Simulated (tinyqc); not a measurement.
# Worked calculation: off-state leakage of single and stacked transistors

Program tinyqc, `OMP_NUM_THREADS=1 python tinyqc.py 2242219 2242220 out.jsonl`; Intel Xeon 2.30GHz, shared host, one thread, about 0.03 s. Printed values are rounded.

n-channel devices of unit width. Subthreshold current I(Vg, Vs, Vd) = I0 (T/300 K)^0.5 exp[(Vg - Vs - VT(T) - gb (Vs - Vb) + dd (Vd - Vs))/(nf Vt)] (1 - exp(-(Vd - Vs)/Vt)), VT(T) = VT - cT (T - 300 K). Gate-edge tunnelling Ig (Vd/1 V) exp(ag (Vd - 1 V)), for a gate at 0 V, and band-to-band leakage Ab u exp(-Bb/u), u = Vd - Vb + 1 V, flow at a drain held at V; both are taken as independent of T. In a stack of off transistors (all gates at 0 V) the same subthreshold current passes through each.

Inputs (values chosen for the exercise); values of the order met in bulk silicon logic transistors:
- T = 300 K (temperature)
- V = 0.8 V (supply voltage)
- VT = 0.33 V (threshold at 300 K, zero drain and body bias)
- cT = 0.7 mV/K (fall of the threshold with temperature)
- I0 = 0.35 uA/um (current at threshold at 300 K)
- nf = 1.18 (slope factor)
- dd = 0.16 (drain-induced lowering per volt)
- gb = 0.19 (rise of the threshold per volt of source-body bias)
- Ig = 2e-6 uA/um (gate-edge tunnelling current at 1 V)
- ag = 3.7 1/V (exponential slope of the gate current)
- Ab = 20 uA/(um V) (prefactor of band-to-band leakage at the drain)
- Bb = 23 V (its exponential voltage)
- Vb = 0 V (body voltage)

Constants: q = 1.602176634e-19 C, kB = 1.380649e-23 J/K, Vt = kB T/q. Results are converted to the units shown.

## Leakage of one transistor

Vg = Vs = 0, Vd = V; effective threshold VT(T) - gb Vb - dd V.

effective threshold = 0.202 V
parts (nA/um): subthreshold 0.465867, gate edge 7.63382e-4, band-to-band 0.101621
total = 0.568252 nA/um
shares (%): subthreshold 81.9825, gate edge 0.134339, band-to-band 17.8831

The subthreshold part is the largest.

## Starting value

Vx = dd V/(1 + gb + 2 dd), the solution for Vx well above Vt, rounded to three decimals.

Vx at the start = 0.085 V

## Iteration 1: new Vx

Stack of two, Vx the node between them: I_low = I(0, 0, Vx), I_up = I(0, Vx, V), f = ln(I_up/I_low), f' = -(1 + gb + 2 dd)/(nf Vt) - 1/(Vt (exp(Vx/Vt) - 1)) - 1/(Vt (exp((V - Vx)/Vt) - 1)), Vx(new) = Vx - f/f'.

I_low = 0.0105455 nA/um
I_up = 0.0108294 nA/um
f = 0.0265716
f' = -50.9995 1/V
Vx after iteration 1 = 0.0855210 V

## Iteration 2: new Vx

As before.

I_low = 0.0105825 nA/um
I_up = 0.0105826 nA/um
f = 8.12191e-6
f' = -50.9684 1/V
Vx after iteration 2 = 0.0855212 V

## Course of the iteration

Stop when the step is below 1e-11 V, or after 40 iterations.

Course of the iteration:
```
iteration  Vx before the step (V)  step (V)
1                           0.085   5.21e-4
2                       0.0855210   1.59e-7
3                       0.0855212  1.47e-14
```

Converged in 3 iterations. The subthreshold current of the stack is 0.01058 nA/um, 44.0 times less than that of one transistor (the drain leakage is unchanged); the estimate exp[dd V (1 + gb + dd)/((1 + gb + 2 dd) nf Vt)] gives 42.6.
